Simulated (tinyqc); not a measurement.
Worked calculation: effective mass of the conduction band from tabulated energies. Values are carried at full precision from step to step, so a last printed digit may differ when a step is redone from the rounded ones.

c = hbar^2/2m0.
Constants: hbar^2/2m0 = 3.80998211 eV angstrom^2; kB = 8.617333262e-05 eV/K.

Inputs chosen for the exercise (out of a larger set: band of an eight-band Kane model near GaSb; not measured data): T = 300 K (temperature).

## Finite differences

Energies along [110], from the band edge:
```
k (1/angstrom)  E (meV)
0.00000          0.0000
0.00350          1.1827
0.00700          4.7080
0.01050         10.5099
0.01400         18.4844
0.01750         28.4979
0.02100         40.3961
0.02450         54.0130
0.02800         69.1795
```

reference mass (curvature of the model at k = 0.0001 1/angstrom) = 0.03940 m0

The band is even in k. m = c k^2/E(k) from the points 1, 2, 4 (k = 0 is point 0); Richardson from points 1 and 2: c/m = [16 E(k1) - E(k2)]/(12 k1^2).

m from points 1, 2, 4 (m0): 0.03946  0.03965  0.04040

m by Richardson = 0.03940 m0

Errors against the reference: +0.16, +0.64 and +2.54 % and 0.00 %. The extrapolation removes the k^4 term.

## Least squares over all points

Fit E = a k^2 (a = sum k^2 E/sum k^4), then E = a k^2 + b k^4 from the normal equations; E in eV; m = c/a.

sums of k^4, k^6, k^8: 1.3163e-06  8.2164e-10  5.5587e-13

sums of k^2 E, k^4 E: 0.00011823  7.3361e-08

a, one term = 89.814 eV angstrom^2

a and b, two terms: 96.11  -1.009e+04

m, one and two terms (m0): 0.04242  0.03964

The parabola over all points errs by +7.7 % because the weights k^4 favour the outer points; the second term brings the error to +0.6 %.

## The non-parabolic form

E (1 + alpha E) = c k^2/m means that y = c k^2/E is a straight line in E with intercept m and slope m alpha. Fit the line by unweighted least squares over points 1 to 8, E in eV.

y (m0): 0.03946  0.03965  0.03997  0.04040  0.04094  0.04159  0.04234  0.04318

m = 0.03939 m0
alpha = 1.386 1/eV

The intercept errs by -0.02 %. The model has Eg = 0.8 eV, and for two bands alpha is near 1/Eg = 1.25 1/eV.

## Which mass for which use

From the fitted m and alpha: momentum mass at energy E, m (1 + 2 alpha E); curvature mass m (1 + 2 alpha E)^3; thermal factors to first order in alpha kT: density of states Nc (1 + 15 alpha kT/4), conductivity mass m (1 + 5 alpha kT). Take E = 3 kT/2.

alpha kT = 0.0358
momentum mass = 0.04363 m0
curvature mass = 0.05351 m0
factor on Nc = 1.1344
thermal conductivity mass = 0.04645 m0

alpha kT is small, so first order serves.

## Checks

- Two-term fit by normal equations against a least-squares routine: both 96.1134.

Run: tinyqc, `OMP_NUM_THREADS=1 python tinyqc.py 1851064 1851065 out.jsonl`; Intel(R) Xeon(R) Processor @ 2.30GHz, one thread, shared host; about 0.01 s of CPU time with all checks.
